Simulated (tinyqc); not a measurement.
Inside a calculation. Method: Jacobi rotations on a symmetric matrix. Computed by tinyqc, a small Python program that keeps every step. Settings: method = jacobi. Command: `OMP_NUM_THREADS=1 python tinyqc.py 25458 25459 out.jsonl` (the two numbers bound the seeds that draw the settings). One thread of a shared host (Intel(R) Xeon(R) Processor @ 2.60GHz), about 0.01 s of CPU time with the checks.

## Jacobi rotation 1

A:
```
[[0.198000, -0.139000, -0.082000, 0.226000, 0.527000],
 [-0.139000, 0.217000, -0.016000, -0.397000, -0.102000],
 [-0.082000, -0.016000, 1.403000, -0.493000, -0.404000],
 [0.226000, -0.397000, -0.493000, 1.813000, -0.226000],
 [0.527000, -0.102000, -0.404000, -0.226000, 2.298000]]
```

Take the largest off-diagonal element A_pq; tan 2 theta = 2 A_pq / (A_qq - A_pp) with |theta| <= pi/4; A' = J^T A J with J_pp = J_qq = cos, J_pq = sin, J_qp = -sin.

p, q, theta (rad): [1.000000, 5.000000, 0.232585]

A':
```
[[0.073169, -0.111747, 0.013327, 0.272006, 0.000000],
 [-0.111747, 0.217000, -0.016000, -0.397000, -0.131292],
 [0.013327, -0.016000, 1.403000, -0.493000, -0.412022],
 [0.272006, -0.397000, -0.493000, 1.813000, -0.167823],
 [0.000000, -0.131292, -0.412022, -0.167823, 2.422831]]
```

## Jacobi rotation 2

As before.

p, q, theta (rad): [3.000000, 4.000000, -0.588363]

A':
```
[[0.073169, -0.111747, 0.162050, 0.218872, 0.000000],
 [-0.111747, 0.217000, -0.233645, -0.321365, -0.131292],
 [0.162050, -0.233645, 1.074077, 0.000000, -0.435883],
 [0.218872, -0.321365, 0.000000, 2.141923, 0.089069],
 [0.000000, -0.131292, -0.435883, 0.089069, 2.422831]]
```

## Jacobi rotation 3

As before.

p, q, theta (rad): [3.000000, 5.000000, -0.286902]

A':
```
[[0.073169, -0.111747, 0.155426, 0.218872, -0.045857],
 [-0.111747, 0.217000, -0.261248, -0.321365, -0.059808],
 [0.155426, -0.261248, 0.945473, 0.025205, 0.000000],
 [0.218872, -0.321365, 0.025205, 2.141923, 0.085428],
 [-0.045857, -0.059808, 0.000000, 0.085428, 2.551435]]
```

## All rotations

The off-diagonal norm falls at every rotation.

Rotations:
```
step    p    q      theta  off-diagonal norm
1       1    5   0.232585           1.19e+00
2       3    4  -0.588363           9.59e-01
3       3    5  -0.286902           7.34e-01
4       2    4  -0.161130           5.77e-01
5       2    3  -0.288269           4.52e-01
6       1    4   0.108570           3.07e-01
7       1    3   0.161122           2.04e-01
8       4    5   0.244794           1.62e-01
9       3    4   0.067155           1.18e-01
10      1    5  -0.022944           8.45e-02
11      2    5  -0.015138           6.57e-02
...   ...  ...        ...                ...
17      1    3  -0.001685           1.78e-03
18      4    5   0.003090           7.09e-04
19      1    5   0.000155           4.32e-04
20      2    5  -0.000107           2.17e-04
21      1    2  -0.001345           1.30e-04
22      3    4  -0.000079           2.25e-06
23      1    4  -6.30e-07           1.11e-06
24      3    5   4.63e-07           4.82e-07
25      2    4  -1.29e-07           2.94e-07
26      2    3   2.20e-07           1.86e-08
27      1    5   5.12e-09           3.52e-10
```

eigenvalues: [0.008474, 0.100027, 1.041598, 2.203111, 2.575790]
